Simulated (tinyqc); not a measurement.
Shallow acceptor in the spherical model (Baldereschi-Lipari), strong spin-orbit limit: one step, computed by the program tinyqc.

The 1S(3/2) state has an s envelope f(r) and a d envelope g(r). In effective units they obey -(f'' + 2f'/r + 2f/r) + mu (g'' + 5g'/r + 3g/r^2) = E f and -(g'' + 2g'/r - 6g/r^2 + 2g/r) + mu (f'' - f'/r) = E g. The cubic term, the split-off band and the central cell are left out.

Problem. Effective units and couplings. Ry* = Ry/(gamma_1 eps^2), a* = a_0 eps gamma_1, mu = (6 gamma_3 + 4 gamma_2)/(5 gamma_1), delta = (gamma_3 - gamma_2)/gamma_1; spherical masses 1/(gamma_1 (1 - mu)) (heavy) and 1/(gamma_1 (1 + mu)) (light).

Inputs (values chosen for the exercise, modelled on GaAs):
```
quantity                 value  unit
Luttinger gamma_1          7.1     -
Luttinger gamma_2         2.06     -
Luttinger gamma_3         2.89     -
dielectric constant eps   12.3     -
```

Constants: Ry = 13.605693123 eV; a_0 = 0.529177210903 angstrom.

Give: Ry*; a*; mu; delta; heavy-hole mass; light-hole mass.

Solution.

Ry* = 12.67 meV

a* = 46.21 angstrom

mu = 0.7206

delta = 0.1169

heavy-hole mass = 0.5040 m_0

light-hole mass = 0.08186 m_0
